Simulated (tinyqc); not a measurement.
Length of a molecular wire: coherent transport through a tight-binding bridge. Computed by the program tinyqc. T = Gamma_L Gamma_R |G_1n|^2 with the self-energies of semi-infinite chains.

A uniform bridge between two chains:
```
parameter                       value
site energy (eV)             4.170000
hopping in the bridge (eV)   1.350000
lead hopping (eV)            2.170000
couplings (eV)              0.5, 1.12
E (eV)                       0.100000
```

Transmission against length:
```
sites           T      ln T
2      2.1540e-03   -6.1404
3      3.0856e-04   -8.0836
4      4.4396e-05  -10.0224
5      6.3917e-06  -11.9605
6      9.2029e-07  -13.8986
8      1.9079e-08  -17.7747
9      2.7472e-09  -19.7127
10     3.9555e-10  -21.6507
```

Estimate the missing row, sites = 7.

Computed row:
```
sites           T      ln T
7      1.3251e-07  -15.8366
```

E lies outside the band of the bridge (|E - e|/2h = 1.507 > 1), so T decays as exp(-beta n) with beta = 2 arccosh(1.507) = 1.9380 a site; the last two rows give 1.9380.
